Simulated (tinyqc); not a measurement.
## Series resistance and mobility from two gate lengths

Inverse problem. At small Vds the total resistance times width is 2 Rs + L/(mu Q), with the same mu and Q at both lengths. Find mu and Rs.

total resistance at L = 40 and 80 nm (ohm um): [125.83979, 151.67959]
Q = 1.29 uC/cm^2

Solution. The slope against L is 1/(mu Q), and the intercept at L = 0 is 2 Rs.

mu = 1.20e3 cm^2/(V s)
Rs = 50.0 ohm um

tinyqc, about 0.02 s, one thread, Intel Xeon 2.30GHz (shared host): `OMP_NUM_THREADS=1 python tinyqc.py 2380160 2380161 out.jsonl`
